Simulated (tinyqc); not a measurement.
Sheet resistance and Hall data of a diffused or implanted layer. From one set of inputs to another, one input at a time. Computed by tinyqc, a small Python program. Command: `OMP_NUM_THREADS=1 python tinyqc.py 3023843 3023844 out.jsonl layer ladder`. One thread of a shared host (Intel(R) Xeon(R) Processor @ 2.30GHz), about 0.02 s of CPU time with the checks.

Carriers are taken equal to the net active doping down to the junction (full ionisation, which deep dopants in wide-gap hosts do not reach; no spill-over, no depletion), and the Hall factor is 1.

The inputs printed are set A. Set A is modelled on donors in germanium; the values taken over come from a set modelled on boron in silicon. Inputs not listed in the table keep their values of set A, so the rows need not describe a real material.

Inputs (values chosen for the exercise, modelled on donors in germanium): mu_min = 296 cm^2/(V s); mu_max = 4010 cm^2/(V s); N_ref = 1.2e+17 1/cm^3; exponent alpha = 0.55; peak concentration N_0 = 2.2e+19 1/cm^3; length scale l = 10 nm; background doping N_B (opposite type) = 1.7e+14 1/cm^3.

Profile: Gaussian at the surface. Activation: complete.

Constants: e = 1.602176634e-19 C.

Method:
- N(x) = N_0 exp(-x^2/l^2), dose N_0 l sqrt(pi)/2, junction x_j = l sqrt(ln(N_0/N_B)).
- Mobility mu = mu_min + (mu_max - mu_min)/(1 + (N_t/N_ref)^alpha), N_t = active doping + N_B; carriers n = active doping - N_B, all dopants active.
- Integrals from x_0 (0 unless stated) to x_j by the midpoint rule on 400 even intervals: 1/R_s = e int n mu dx; sheet density n_s = int n dx; Hall sheet density (int n mu dx)^2/int n mu^2 dx; Hall mobility int n mu^2 dx/int n mu dx.
- Mean conductivity 1/(R_s x_j); mean mobility 1/(e n_s R_s).

Each row keeps all changes above it:
```
input moved                                        from       to  sheet resistance R_s (ohm)  junction depth x_j (nm)  Hall sheet density (1/cm^2)
set A                                                 -        -                       558.0                       34                    1.810e+13
N_ref (1/cm^3)                                  1.2e+17  2.1e+17                       484.3                       34                    1.801e+13
peak concentration N_0 (1/cm^3)                 2.2e+19  1.8e+19                       560.7                       34                    1.473e+13
length scale l (nm)                                  10      680                         8.2                     2313                    1.001e+15
mu_max (cm^2/(V s))                                4010      462                        18.3                     2313                    1.084e+15
background doping N_B (opposite type) (1/cm^3)  1.7e+14  8.9e+14                        18.3                     2141                    1.084e+15
mu_min (cm^2/(V s))                                 296     42.9                        65.2                     2141                    1.018e+15
```

Sheet resistance R_s goes from 558 to 65.2, a factor 0.117 in all. The largest single move comes from length scale l (a factor 0.0147), and mu_min works against it (a factor 3.56). Junction depth x_j goes from 34.3 to 2140, a factor 62.4 in all. The largest single move comes from length scale l (a factor 68.0). Hall sheet density goes from 1.81e13 to 1.02e15, a factor 56.2 in all. The largest single move comes from length scale l (a factor 68.0). The single moves hold for this order of the switches; the total does not depend on the order.

Extremes, crossings and ranges named in words are read from the listed rows.
